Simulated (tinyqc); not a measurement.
Coverage and depolarisation: effective work function and flat-band voltage of a metal/high-k/SiO2/Si stack with a dipole layer.

Constants: e^2/(4 pi eps0) = 14.39964547 eV angstrom.

Inputs chosen for the exercise (a stack on Si capped with a titanium-like oxide; not measured data):
```
symbol  value  unit        meaning
qd      0.36   e           charge of a dipole
dd      2.2    angstrom    its length
ed      10.5               dielectric constant in the dipole layer
al      2.4    angstrom^3  polarisability volume of a dipole
```

Size of the step: linear D0 = 4 pi e2 N qd dd/ed, and D0/(1 + 9 al N^(3/2)), N in angstrom^-2, a Topping factor applied on top of ed as a model choice.

Results:
```
N (cm^-2)  D0 (eV)  9 al N^(3/2)  D (eV)
2.0e+13     0.0273        0.0019  0.0272
5.0e+13     0.0682        0.0076  0.0677
1.0e+14     0.1365        0.0216  0.1336
2.0e+14     0.2730        0.0611  0.2573
4.0e+14     0.5460        0.1728  0.4655
7.0e+14     0.9554        0.4000  0.6824
1.0e+15     1.3649        0.6831  0.8110
```

Depolarisation takes off 2.1 % at 1e14 and 29 % at 7e14 cm^-2. D would peak at N = (2/(9 al))^(2/3) = 2e+15 cm^-2, beyond the table.

(tinyqc, `OMP_NUM_THREADS=1 python tinyqc.py 1850087 1850088 out.jsonl`, Intel(R) Xeon(R) Processor @ 2.30GHz, 1 thread, shared host, about 0.01 s.)
